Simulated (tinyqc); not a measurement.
Worked calculation: global model of a low-pressure process discharge: electron temperature, density, ion flux and ion energy. Computed by tinyqc, a small Python program that keeps every step. Command: `OMP_NUM_THREADS=1 python tinyqc.py 3111052 3111053 out.jsonl plasma walk`. One thread of a shared host (Intel(R) Xeon(R) Processor @ 2.30GHz), about 0.01 s of CPU time with the checks. Intermediate numbers are printed to about 6 digits and carried at full precision; extremes and crossings named in words are read from the listed rows.

Maxwellian electrons with temperature T_e in eV, one positive ion, no negative ions, uniform bulk density n; rate constants have the Arrhenius form.

Inputs (values chosen for the exercise, of the order of those of an inductive discharge in a simple atomic gas):
```
quantity                          value   unit
ion mass M                           40      u
ionisation prefactor K0         7.8e-14  m^3/s
ionisation energy E_iz             13.5     eV
excitation prefactor X0         2.4e-14  m^3/s
excitation energy E_ex             10.8     eV
elastic rate constant K_el      7.9e-14  m^3/s
ion-neutral cross section       1.1e-18    m^2
pressure p                         0.62     Pa
gas temperature T_g                 400      K
radius R                            9.6     cm
height L                             10     cm
absorbed power P                    950      W
bias power P_b                      200      W
radius of the biased electrode      7.5     cm
bias frequency                       60    MHz
mixing                              0.4      -
```

Constants: k_B = 1.380649e-23 J/K; e = 1.602176634e-19 C; u = 1.6605390666e-27 kg; m_0 = 9.1093837015e-31 kg; eps_0 = 8.8541878128e-12 F/m.

## Geometry factors

n_g = p/(k_B T_g); lambda_i = 1/(n_g sigma); h_L = 0.86/sqrt(3 + L/(2 lambda_i)), h_R = 0.8/sqrt(4 + R/lambda_i); A_eff = 2 pi R^2 h_L + 2 pi R L h_R; d_eff = pi R^2 L/A_eff.

gas density n_g = 1.12266e+20 1/m^3

ion mean free path = 0.809765 cm

h_L = 0.283925

h_R = 0.200911

A_eff = 285.596 cm^2

d_eff = 10.1377 cm

## A fixed-point cycle for T_e

Particle balance: K0 exp(-E_iz/T_e) n_g d_eff = u_B, u_B = sqrt(e T_e/M). Cycle: T_out = T sqrt(loss/creation) with loss/creation = u_B/(K0 exp(-E_iz/T) n_g d_eff); T -> T + mixing (T_out - T), kept between 0.3 and 60 eV, from 3 eV; stop at |T_out - T| < 1e-9 eV or after 60 steps.

Course:
```
step   T (eV)  T_out (eV)  residual (eV)
0     3.00000     1.56683   -1.43317e+00
1     2.42673     2.04519   -3.81543e-01
2     2.27412     2.27270   -1.42012e-03
3     2.27355     2.27367    1.23873e-04
4     2.27360     2.27359   -1.08482e-05
5     2.27359     2.27359    9.49710e-07
6     2.27359     2.27359   -8.31449e-08
7     2.27359     2.27359    7.27912e-09
8     2.27359     2.27359   -6.37269e-10
```

last residual = 6.37269e-10 eV

Converged in 9 steps.

## Electron temperature

Root found by bracketing.

T_e = 2.27359 eV

Bohm velocity u_B = 2341.84 m/s

K_iz = 2.05763e-16 m^3/s

## Energy per pair and density

E_c = E_iz + (X0 exp(-E_ex/T_e) E_ex + K_el (3 m_0/M) T_e)/K_iz; wall potential V_s = (T_e/2) ln(M/(2 pi m_0)); E_T = E_c + 2 T_e + T_e/2 + V_s; n = P/(e u_B A_eff E_T); ion current density J = e h_L n u_B; ionised share n/n_g.

collisional loss per pair E_c = 24.4324 eV

wall potential V_s = 10.6395 V

E_T = 40.7558 eV

plasma density n = 2.17528e+12 1/cm^3

ion current density J = 23.1732 mA/cm^2

ionised share = 0.0193761

Collisions take 60 % of the power and the walls the rest. T_e came from the particle balance alone; the power sets only n.

## Biased electrode

All bias power goes to ions: V_b = P_b/(J pi r^2). Debye length at the sheath edge lambda_D = sqrt(eps_0 T_e/(e h_L n)); Child-law sheath s = (sqrt2/3) lambda_D (2 V/T_e)^(3/4), V = V_b + V_s; ion transit time tau_i = 3 s sqrt(M/(2 e V)); collisions in the sheath s/lambda_i.

bias voltage V_b = 48.8395 V

lambda_D = 14.2632 micrometre

sheath width s = 0.130804 mm

ion transit time = 23.1656 ns

transit time over bias period = 1.38994

s/lambda_i = 0.0161533

The sheath is nearly free of collisions.

## Pressure series at fixed power

n_g = p/(k_B T_g), lambda_i = 1/(n_g sigma), K_iz = K0 exp(-E_iz/T_e), h_L = 0.86/sqrt(3 + L/(2 lambda_i)), h_R = 0.8/sqrt(4 + R/lambda_i), A_eff = 2 pi R^2 h_L + 2 pi R L h_R and d_eff = pi R^2 L/A_eff follow p. E_c = E_iz + (X0 exp(-E_ex/T_e) E_ex + K_el (3 m_0/M) T_e)/K_iz; E_T = E_c + (5/2) T_e + (T_e/2) ln(M/(2 pi m_0)); n = P/(e u_B A_eff E_T); J = e h_L n u_B. Pressures without a root below 2 E_iz are left out.

Against pressure:
```
p (Pa)  T_e (eV)  E_c (eV)  E_T (eV)   n (1/cm^3)  J (mA/cm^2)
0.1      3.99106   20.0414   48.6956  8.76815e+11      18.7523
0.2      3.12339   21.3978   43.8224  1.24671e+12      21.1036
0.5      2.40130   23.7572   40.9976  1.95536e+12      22.9546
1.0      2.02947   26.1352   40.7059  2.75823e+12      23.3585
2.0      1.75078   29.1974   41.7672  3.87515e+12      22.9205
5.0      1.47801   34.7197   45.3312  5.92669e+12      21.2208
10.0     1.32132   40.6504   50.1369  7.91421e+12      19.2206
20.0     1.19462   49.3759   57.9528  1.01180e+13      16.6436
```

T_e falls from 3.99 to 1.19 eV, n changes by a factor 11.5 and J by 0.89; in J = P h_L/(A_eff E_T), E_T changes by a factor 1.19 and is least at 1 Pa, between wall losses at high T_e and excitation losses at low T_e.

Checks made by the program: cycle against bracketing (relative difference below 1e-10).
